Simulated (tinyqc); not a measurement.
Grain growth, pinning, strength and diffusional creep of a polycrystal or thin film. From one set of inputs to another, one input at a time. Computed by tinyqc, a small Python program. Command: `OMP_NUM_THREADS=1 python tinyqc.py 3025937 3025938 out.jsonl grain ladder`. One thread of a shared host (Intel(R) Xeon(R) Processor @ 2.30GHz), about 0.01 s of CPU time with the checks.

One mean grain size d describes the structure.

The inputs printed are set A. Set A is modelled on polycrystalline silicon; the values taken over come from a set modelled on copper. Inputs not listed in the table keep their values of set A, so the rows need not describe a real material.

Inputs (values chosen for the exercise, modelled on polycrystalline silicon):
```
quantity                                    value        unit
atomic volume Omega                         20.02  angstrom^3
boundary energy gamma                        0.61       J/m^2
mobility prefactor M0                     6.7e-05   m^4/(J s)
activation energy of boundary motion Q_m        3          eV
anneal temperature T                         1359           K
anneal time t                                1700           s
initial grain size d0                         160          nm
particle volume fraction f                0.00096           -
particle radius r                               2          nm
lattice diffusion energy Q_l                 4.66          eV
boundary diffusion energy Q_b                2.48          eV
lattice prefactor D0                      1.9e-05       m^2/s
boundary prefactor delta D0b              1.1e-14       m^3/s
applied stress sigma                          110         MPa
service temperature T_c                       469           K
```

Sample: bulk.

Constants: k_B = 8.617333262e-05 eV/K; k_B = 1.380649e-23 J/K.

Method:
- M = M0 exp(-Q_m/(k_B T)). The driving pressure is 2 gamma/d. Zener pinning pressure 3 f gamma/(2 r) stops growth at d_Z = 4 r/(3 f). The limit is d_lim = d_Z.
- dd/dt = 2 M gamma (1/d - 1/d_lim) integrates to 2 M gamma t = d_lim (d0 - d) + d_lim^2 ln[(d_lim - d0)/(d_lim - d)]; without pinning d^2 = d0^2 + 4 M gamma t.
- Nabarro-Herring rate = 14 sigma Omega D_l/(k_B T d^2), D_l = D0 exp(-Q_l/(k_B T)); Coble rate = 14 pi sigma Omega delta D_b/(k_B T d^3), delta D_b = delta D0b exp(-Q_b/(k_B T)); they are equal at d_x = pi delta D_b/D_l.

Each row keeps all changes above it:
```
input moved                                       from       to  grain size d (nm)  limit d_lim (nm)  Coble rate (1/s)
set A                                                -        -               1211              2778        2.0762e-22
boundary diffusion energy Q_b (eV)                2.48    0.968               1211              2778        3.6721e-06
particle volume fraction f                     0.00096  0.00022               1395             12121        2.4043e-06
activation energy of boundary motion Q_m (eV)        3     1.21              12121             12121        3.6619e-09
anneal temperature T (K)                          1359      524                798             12121        1.2841e-05
anneal time t (s)                                 1700     1600                775             12121        1.3985e-05
initial grain size d0 (nm)                         160      180                780             12121        1.3763e-05
boundary energy gamma (J/m^2)                     0.61      0.6                774             12121        1.4083e-05
```

Grain size d goes from 1210 to 774, a factor 0.639 in all. The largest single move comes from anneal temperature T (a factor 0.0658), and activation energy of boundary motion Q_m works against it (a factor 8.69). Limit d_lim goes from 2780 to 12100, a factor 4.36 in all. The largest single move comes from particle volume fraction f (a factor 4.36). Coble rate goes from 2.08e-22 to 1.41e-5, a factor 6.78e16 in all. The largest single move comes from boundary diffusion energy Q_b (a factor 1.77e16), and activation energy of boundary motion Q_m works against it (a factor 0.00152). The single moves hold for this order of the switches; the total does not depend on the order.

Caution (all rows): sigma Omega is not small against k_B T, as the linear creep laws assume.

Extremes, crossings and ranges named in words are read from the listed rows.
